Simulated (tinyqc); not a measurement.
BHZ model on a square lattice (one spin block), step by step. Values are carried at full precision from step to step, so a last printed digit may differ when a step is redone from the rounded ones.

h(k) = e0 + d.s with s the Pauli matrices in the basis (E, H), k in units of 1/a: dx = (A/a) sin kx, dy = (A/a) sin ky, dz = M - (2B/a^2)(2 - cos kx - cos ky), e0 = -(2D/a^2)(2 - cos kx - cos ky). The other spin block is h*(-k). For small k this is the continuum model with dz = M - B k^2.

Inputs chosen for the exercise (of the size used for InAs / GaSb double wells; the results hold for these values, not for the real material): A = 0.69 eV angstrom; B = -86.5 eV angstrom^2; D = -23.6 eV angstrom^2; M = -0.0228 eV (mass term); a = 50 angstrom (grid spacing); k = (0.48, 0.49) 1/a (wave vector); nk = 24 (points along kx).

## One k point

Form e0, d and E = e0 -/+ |d|.

e0 = 4.355 meV

dx, dy, dz (meV): 6.373  6.495  -6.837

levels (meV): -7.027  15.737

## Signs of dz at the four invariant points

dz = M, M - 4B/a^2 (twice), M - 8B/a^2 at (0,0), (pi,0), (0,pi), (pi,pi). The product of the signs is (-1)^nu. C = (s00 - s0p - sp0 + spp)/2 is the Chern number of the lower band of this block, in the sense Omega = curl of i<u|grad u>.

dz (meV): (0,0) -22.80, (pi,0) 115.60, (0,pi) 115.60, (pi,pi) 254.00

nu (Z2 index) = 1
C = -1

M/B > 0: the bands are inverted at Gamma alone, a quantum spin Hall insulator.

## Wilson loop

For each ky: x = -(1/2 pi) arg of the product of <u_j|u_(j+1)> over nk points kx = 2 pi j/nk of the lower band, folded into (-1/2, 1/2]. x is the centre of the hybrid Wannier function; minus its winding over ky from -pi to pi (followed on 61 points) is C.

Centres:
```
ky        x (a)
-3.142   0.0000
-1.500   0.0046
-0.700   0.1559
-0.350   0.3369
-0.150   0.4298
0.000    0.5000
0.150   -0.4298
0.350   -0.3369
0.700   -0.1559
1.500   -0.0046
3.142    0.0000
```

C from the winding = -1

The centre winds once across the cell, 33 % of the way within |ky| < 0.35; the other spin winds oppositely, so the pair switches partners.

## Edge state of the continuum model

At a hard wall the state is exp(-l1 y) - exp(-l2 y). At kx = 0: E = -D M/B, slope hbar v = A sqrt(1 - D^2/B^2), l = F -/+ sqrt(F^2 - M/B) with F = |A|/(2 sqrt(B^2 - D^2)); complex l means an oscillating tail. Penetration 1/Re(l1).

E at kx = 0 = 6.221 meV
hbar v = 0.6638 eV angstrom

l1, l2 (1/angstrom): 0.00415-0.01570i  0.00415+0.01570i

penetration = 241.2 angstrom

## Checks

- Chern number from the winding against the sign formula: both -1.0.

Run: tinyqc, `OMP_NUM_THREADS=1 python tinyqc.py 1480347 1480348 out.jsonl`; Intel(R) Xeon(R) Processor @ 2.30GHz, one thread, shared host; about 0.07 s of CPU time with all checks.
